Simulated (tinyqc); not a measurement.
Isochronal anneals: hydrogen passivation of interface dangling bonds: competing passivation and dissociation with distributed barriers. Computed by tinyqc, a small Python program. Command: `OMP_NUM_THREADS=1 python tinyqc.py 3006752 3006753 out.jsonl passiv walk`. One thread of a shared host (Intel(R) Xeon(R) Processor @ 2.30GHz), about 0.01 s of CPU time with the checks.

P_b + H2 gives P_bH + H at the rate k_f [H2]; P_bH gives P_b + H at the rate k_d. All defects start unpassivated. E_f and E_d are Gaussian and independent.

Inputs (values chosen for the exercise, close to those used for P_b centres at the silicon-oxide interface):

| quantity | value | unit |
|---|---|---|
| passivation prefactor k_f0 | 4.9e-08 | cm^3/s |
| mean passivation barrier E_f | 1.67 | eV |
| spread sigma_f | 0.12 | eV |
| dissociation prefactor k_d0 | 2.9e+13 | 1/s |
| mean dissociation barrier E_d | 2.61 | eV |
| spread sigma_d | 0.032 | eV |
| H2 in the oxide per atm, solubility factor | 9.2e+17 | 1/(cm^3 atm) |
| hydrogen pressure p | 0.1 | atm |
| anneal time t | 140 | s |

Constants: k_B = 8.617333262e-05 eV/K.

Method:
- [H2] = solubility factor x p; a = k_f0 [H2] exp(-E_f/(k_B T)), d = k_d0 exp(-E_d/(k_B T)). For one pair of barriers the active share is y = [d + a exp(-(a + d) t)]/(a + d).
- Temperatures in kelvin are T(C) + 273.15.
- Average y over both Gaussians with 40 x 40 Gauss-Hermite points.
- Minimise the averaged y over T between 150 and 900 C: find where ln y is equal at T - 0.05 and T + 0.05 C; T is rounded to 0.1 C.

best temperature = 554.6 C

Active share after the time t:

| T (C) | a (1/s) | d (1/s) | single barriers | distributed |
|---|---|---|---|---|
| 200 | 7.3435e-09 | 4.5906e-15 | 1.00000 | 0.99993 |
| 250 | 3.6813e-07 | 2.0840e-12 | 0.99995 | 0.99849 |
| 300 | 9.3211e-06 | 3.2535e-10 | 0.99870 | 0.98358 |
| 350 | 1.4051e-04 | 2.2584e-08 | 0.98052 | 0.90266 |
| 400 | 1.4156e-03 | 8.3503e-07 | 0.82023 | 0.67503 |
| 450 | 1.0361e-02 | 1.8741e-05 | 0.23520 | 0.34759 |
| 500 | 5.8626e-02 | 2.8126e-04 | 0.00504 | 0.11283 |
| 600 | 1.0347e+00 | 2.4981e-02 | 0.02357 | 0.06256 |
| 700 | 1.0124e+01 | 8.8237e-01 | 0.08017 | 0.14190 |
| 800 | 6.4752e+01 | 1.6040e+01 | 0.19853 | 0.25922 |

What does the comparison show, and why?

The distributed share is least at 600 C among these rows, 0.063, and the search puts the optimum at 554.6 C. On the cold side defects with high E_f survive; on the hot side dissociation, with the larger barrier, gains on passivation with an energy E_d - E_f = 0.94 eV. In that row single barriers give 0.024, so the spread raises the floor. Caution: atomic hydrogen, which both passivates and depassivates, and further passivation during cooling are left out.

Extremes, crossings and ranges named in words are read from the listed rows.
